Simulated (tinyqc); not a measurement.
Worked calculation: tight binding, honeycomb lattice. One step of it, computed by the program tinyqc.

Problem. Bloch Hamiltonian at K. H_AB = -t1 (1 + exp(-i k.a1) + exp(-i k.a2)); H_AA = delta - 2 t2 sum cos(k.b + phi), H_BB = -delta - 2 t2 sum cos(k.b - phi), b = a1, a2 - a1, -a2.

Parameters chosen for this model:
```
parameter      value                        unit
t1          0.930000                 eV, nearest
t2                 0       eV, second neighbours
phi        -0.990000  rad, phase of t2 (Haldane)
delta       1.720000          eV, +/- on A and B
```

k point K (fractions of the reciprocal vectors): [0.333333, 0.666667]

Give: H(k) at K.

Solution.

H(k) at K (eV), order A, B:
```
[[1.7200, 0.0000],
 [0.0000, -1.7200]]
```
